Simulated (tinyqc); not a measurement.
Length of a molecular wire: coherent transport through a tight-binding bridge. Computed by the program tinyqc. 

A uniform bridge between two chains:

| parameter | value |
|---|---|
| site energy (eV) | 1.820000 |
| hopping in the bridge (eV) | 0.590000 |
| lead hopping (eV) | 2.880000 |
| couplings (eV) | 0.58, 1.19 |
| E (eV) | 0.000000 |

T = Gamma_L Gamma_R |G_1n|^2 with the self-energies of semi-infinite chains.

Transmission against length:

| sites | T | ln T |
|---|---|---|
| 2 | 8.2645e-03 | -4.7958 |
| 3 | 1.1161e-03 | -6.7979 |
| 4 | 1.5117e-04 | -8.7971 |
| 5 | 2.0482e-05 | -10.7960 |
| 6 | 2.7752e-06 | -12.7948 |
| 7 | 3.7604e-07 | -14.7936 |
| 8 | 5.0953e-08 | -16.7924 |
| 9 | 6.9040e-09 | -18.7912 |
| 10 | 9.3548e-10 | -20.7900 |

E lies outside the band of the bridge (|E - e|/2h = 1.542 > 1), so T decays as exp(-beta n) with beta = 2 arccosh(1.542) = 1.9988 a site; the last two rows give 1.9988.
